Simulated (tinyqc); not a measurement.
Inside a calculation. Model: one-dimensional ballistic tunnel FET, two-band WKB.

Program tinyqc, `OMP_NUM_THREADS=1 python tinyqc.py 2620159 2620160 out.jsonl`; Intel Xeon 2.30GHz, shared host, one thread, about 0.01 s. Printed values are rounded.

A p-type source for x < 0 with its Fermi level at 0 and its valence edge at ds; in the channel the bands fall as D exp(-x/lam) towards their flat values, with the conduction edge at Ec = ds - dP and D = dP + Eg. The gate moves dP one to one. The drain Fermi level lies at -Vd and the drain side reflects nothing. For w = E - Ec between 0 and dP an electron crosses the gap. Two-band dispersion with equal masses m: inside the gap kappa = sqrt(m u (1 - u/Eg)/C), u the distance from a band edge, C = hbar^2/(2 m0).

Parameters, values chosen for the exercise; band and dielectric values close to those of In0.53Ga0.47As:
- T = 300 K (temperature)
- Eg = 0.728 eV (band gap)
- m = 0.041 m0 (band-edge mass of the two-band model)
- lam = 4 nm (screening length of the source junction)
- ds = 0.15 eV (source valence edge above the source Fermi level)
- Vd = 0.5 V (drain bias)
- g = 2 (number of degenerate subbands (spin apart))
- dP = 0.47 eV (tunnelling window Ev(source) - Ec(channel))
- w0 = 0.41 eV (energy above the channel conduction edge)
- nc = 9 (cells of the path)
- nE = 13 (points of the energy grid)

Constants: q = 1.602176634e-19 C, kB = 1.380649e-23 J/K, hbar = 1.054571817e-34 J s, h = 6.62607015e-34 J s, m0 = 9.1093837015e-31 kg, Vt = kB T/q, hbar^2/(2 m0) = 0.0380998212 eV nm^2. Results are converted to the units shown.

## The path through the gap by the midpoint rule

At w = w0 the path runs from xa = lam ln(D/(w + Eg)) to xb = lam ln(D/w); u(x) = w + Eg - D exp(-x/lam) is the height above the valence edge. Cut it into nc equal cells: S = 2 (cell width) times the sum of kappa at the centres.

xa = 0.2055247 nm
xb = 4.289006 nm

```
cell    x (nm)     u (eV)  kappa (1/nm)
0     0.432385  0.0627456     0.2483992
1     0.886105  0.1780487     0.3804489
2     1.339825  0.2809875     0.4308917
3     1.793545  0.3728878     0.4424219
4     2.247266  0.4549334     0.4285219
5     2.700986  0.5281809     0.3949795
6     3.154706  0.5935739     0.3434346
7     3.608426  0.6519545     0.2707137
8     4.062146  0.7040748     0.1577982
```

S = 2.810896

## The exponent in closed form

S(w) = 2 lam int_0^Eg kappa(u) du/(w + Eg - u) = 2 pi lam sqrt(m/(C Eg)) [w + Eg/2 - sqrt(w (w + Eg))], T(w) = exp(-S). The common triangular estimate is S = (4/3) lam sqrt(m/C) Eg^1.5/(dP + Eg) for all w.

S(w0) = 2.778613
T(w0) = 0.06212464
triangular S = 2.868596

The midpoint value is 1.2 % above the closed form, and the triangular estimate 3.2 % above it.

## Current on a coarse grid

S(w) = 2 lam int_0^Eg kappa(u) du/(w + Eg - u) = 2 pi lam sqrt(m/(C Eg)) [w + Eg/2 - sqrt(w (w + Eg))], T(w) = exp(-S). I = g (2 q^2/h) int_0^dP T(w) [f(E) - f(E + Vd)] dw, E = ds - dP + w, f(x) = 1/(1 + exp(x/Vt)). Simpson's rule on nE equally spaced points.

```
point     w (eV)         T(w)  difference of the f
0      0.0000000  1.477473e-5            0.9990502
1      0.0391667  8.914496e-4            0.9997728
2      0.0783333  0.002918604            0.9998671
3      0.1175000  0.006208785            0.9995937
4      0.1566667   0.01073799            0.9981975
5      0.1958333   0.01641535            0.9918610
6      0.2350000   0.02311764            0.9640129
7      0.2741667   0.03071028            0.8548195
8      0.3133333   0.03905949            0.5641146
9      0.3525000   0.04803897            0.2214638
10     0.3916667   0.05753328           0.05884558
11     0.4308333   0.06743909           0.01355670
12     0.4700000   0.07766527          0.003011626
```

I = 0.7438370 uA

A converged quadrature gives 0.7448 uA; this grid is 0.13 % below that.
